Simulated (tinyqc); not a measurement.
Scale length and length offset from two DIBL values.

Problem. DIBL = exp(-Le/(2 l)) + 2 exp(-Le/l) with Le = L - dL. Find l, dL and the drawn length for a DIBL of 100 mV/V.

DIBL at drawn lengths 56 and 86 nm (mV/V): 77.529457  15.685637

Solution. With e = exp(-Le/(2 l)), 2 e^2 + e = DIBL gives e and so Le/l at each length; Le/l is a straight line in L with slope 1/l.

l = 10.00 nm
dL = 2.300 nm
length for 100 mV/V = 51.51 nm

Program tinyqc, `OMP_NUM_THREADS=1 python tinyqc.py 2002012 2002013 out.jsonl`; Intel Xeon 2.30GHz, shared host, one thread, about 0.01 s.
